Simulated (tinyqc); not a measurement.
Worked calculation: band offset of a heterojunction with an interface dipole (two-band chains, self-consistent charge). Values are carried at full precision from step to step, so a last printed digit may differ when a step is redone from the rounded ones.

Sites alternate A, C. Left: A at -G1/2, C at +G1/2, hopping -t1; right: A at D - G2/2, C at D + G2/2, hopping -t2; the bonds across the two interfaces of a ring (C left to A right, C right to A left) have -sqrt(t1 t2). D is the offset of the mid-gaps, so Ev(right) - Ev(left) = D - (G2 - G1)/2 and Ec(right) - Ec(left) = D + (G2 - G1)/2. The closing bond has its sign reversed (antiperiodic ring). Half the levels are filled with two electrons each. The charge moved is q = (electrons on the left) less one a site; the mean over the two interfaces, q/2, is taken as the charge that crosses each, and its dipole opposes the offset: D = D0 - u q/2.

Inputs chosen for the exercise (gaps near those of GaN and AlN; the chains and D0 are free models, so the offsets are not those of the real pair; not measured data):
- G1 = 3.34 eV (gap on the left)
- G2 = 6.23 eV (gap on the right)
- t1 = 1.95 eV (hopping on the left)
- t2 = 2.27 eV (hopping on the right)
- D0 = 1.78 eV (mid-gap of the right side above that of the left, without dipole)
- n = 3 (cells a side in the small ring)
- u = 3 eV (potential step per electron moved across)
- mx = 0.8 (mixing)

## The small ring at D = D0

Fill in H.

H (eV):
```
         AL1      CL1      AL2      CL2      AL3      CL3      AR1      CR1      AR2      CR2      AR3      CR3
AL1  -1.6700  -1.9500        0        0        0        0        0        0        0        0        0   2.1039
CL1  -1.9500   1.6700  -1.9500        0        0        0        0        0        0        0        0        0
AL2        0  -1.9500  -1.6700  -1.9500        0        0        0        0        0        0        0        0
CL2        0        0  -1.9500   1.6700  -1.9500        0        0        0        0        0        0        0
AL3        0        0        0  -1.9500  -1.6700  -1.9500        0        0        0        0        0        0
CL3        0        0        0        0  -1.9500   1.6700  -2.1039        0        0        0        0        0
AR1        0        0        0        0        0  -2.1039  -1.3350  -2.2700        0        0        0        0
CR1        0        0        0        0        0        0  -2.2700   4.8950  -2.2700        0        0        0
AR2        0        0        0        0        0        0        0  -2.2700  -1.3350  -2.2700        0        0
CR2        0        0        0        0        0        0        0        0  -2.2700   4.8950  -2.2700        0
AR3        0        0        0        0        0        0        0        0        0  -2.2700  -1.3350  -2.2700
CR3   2.1039        0        0        0        0        0        0        0        0        0  -2.2700   4.8950
```

## Levels and site charges

Diagonalise, fill the lower half with two electrons each, and sum the electrons on the left (L) less one a site.

levels (eV): [-4.0655, -3.7424, -3.0043, -2.8901, -1.8019, -1.6779, 2.1777, 3.0879, 3.9180, 5.3857, 6.2827, 7.0101]

electrons on the sites: AL1 1.6750, CL1 0.4183, AL2 1.6046, CL2 0.4136, AL3 1.6104, CL3 0.4482, AR1 1.6169, CR1 0.2543, AR2 1.7290, CR2 0.2610, AR3 1.7281, CR3 0.2406

q = 0.1702 electrons

Electrons move to the left, the side whose mid-gap lies lower.

## Self-consistent offset

From here on the ring has 24 cells a side.

Start at D = D0; D(out) = D0 - u q(D)/2; D(new) = D + mx (D(out) - D); stop when |D(out) - D| < 1e-7 eV.

Iterations:
```
i   D (eV)        q  D(out) (eV)  D(out) - D
0  1.78000  0.16977      1.52535      -0.255
1  1.57628  0.14738      1.55894     -0.0173
2  1.56240  0.14589      1.56116    -0.00124
3  1.56141  0.14579      1.56132   -8.96e-05
4  1.56134  0.14578      1.56133   -6.46e-06
5  1.56133  0.14578      1.56133   -4.65e-07
6  1.56133  0.14578      1.56133   -3.35e-08
```

D = 1.5613 eV

Converged at i = 6: the dipole removes 12 % of the starting offset.

## Linear response

chi = (q(+h) - q(-h))/(2h) at D = 0 with h = 0.01 eV; S = 1/(1 + u chi/2); linear estimate D = S D0.

chi = 0.08694 1/eV
S = 0.8846
linear estimate of D = 1.5746 eV

The self-consistent value is 1.5613 eV, -13.3 meV from the estimate. At D = 0 no net charge crosses: the mid-gaps are the neutrality levels of these symmetric chains.

## The line-up

Ev(right) - Ev(left) = D - (G2 - G1)/2 and Ec(right) - Ec(left) = D + (G2 - G1)/2, for D0, for the self-consistent D and for D = 0. Type I: the offsets have opposite signs; type III: one valence edge lies above the other conduction edge; else type II.

Offsets (eV):
```
case                           D  valence  conduction                 type
no dipole                  1.780    0.335       3.225  type II (staggered)
self-consistent            1.561    0.116       3.006  type II (staggered)
neutrality levels aligned  0.000   -1.445       1.445  type I (straddling)
```

The dipole shifts both offsets alike and leaves the type.

## Checks

- q at D = 0 against zero, as particle-hole symmetry demands: both 0.000000.
- q at the self-consistent D on 24 against 48 cells a side: both 0.1458.

Computed by tinyqc, a small Python program: `OMP_NUM_THREADS=1 python tinyqc.py 1450453 1450454 out.jsonl` (the numbers bound the seed that draws the inputs); one thread of a shared host (Intel(R) Xeon(R) Processor @ 2.30GHz), about 0.3 s for the whole set of steps.
